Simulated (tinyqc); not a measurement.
Worked calculation: RKS/B3LYP (VWN-RPA form) in the sto-3g basis, for H4, spin multiplicity 1. One step of it, computed by the program tinyqc.

Task: Iteration 2: diagonalisation and new density. Diagonalise F' = X^T F X, C = X C', fill 2 alpha and 2 beta electrons from the bottom; D = 2 C_occ C_occ^T; the new density keeps 0.3 of the old one (damping). Each column has its largest component positive (the first on a tie).

Kohn-Sham matrix F (hartree), lower triangle:
```
           1H 1s      2H 1s      3H 1s      4H 1s
1H 1s  -0.158166
2H 1s  -0.230629  -0.204807
3H 1s  -0.049562  -0.239482  -0.204696
4H 1s  -0.000760  -0.049476  -0.230322  -0.158017
```

X, lower triangle:
```
           1H 1s      2H 1s      3H 1s     4H 1s
1H 1s   1.056300
2H 1s  -0.208909   1.125466
3H 1s   0.034154  -0.233632   1.125292
4H 1s  -0.004829   0.034119  -0.208584  1.056136
```

D after iteration 1, lower triangle:
```
           1H 1s      2H 1s     3H 1s     4H 1s
1H 1s   0.842384
2H 1s   0.478164   0.751623
3H 1s  -0.072599   0.184957  0.751773
4H 1s  -0.328788  -0.072545  0.478347  0.842636
```

overlap S, lower triangle:
```
          1H 1s     2H 1s     3H 1s     4H 1s
1H 1s  1.000000
2H 1s  0.360078  1.000000
3H 1s  0.052569  0.380535  1.000000
4H 1s  0.003523  0.052472  0.359601  1.000000
```

Give: F' = X^T F X; orbital energies; coefficients C; D after iteration 2.

Result:

F' = X^T F X (hartree), lower triangle:
```
        1       2       3       4
1  -0.084
2  -0.208  -0.048
3   0.035  -0.223  -0.048
4  -0.002   0.035  -0.207  -0.084
```

orbital energies (hartree): MO1 -0.374, MO2 -0.228, MO3 0.017, MO4 0.321

coefficients C:
```
         MO1     MO2     MO3     MO4
1H 1s  0.277  -0.554   0.701  -0.535
2H 1s  0.478  -0.349  -0.430   0.912
3H 1s  0.477   0.349  -0.431  -0.911
4H 1s  0.276   0.554   0.701   0.534
```

D after iteration 2, lower triangle:
```
        1H 1s   2H 1s  3H 1s  4H 1s
1H 1s   0.789
2H 1s   0.599   0.715
3H 1s  -0.108   0.204  0.715
4H 1s  -0.421  -0.108  0.599  0.789
```
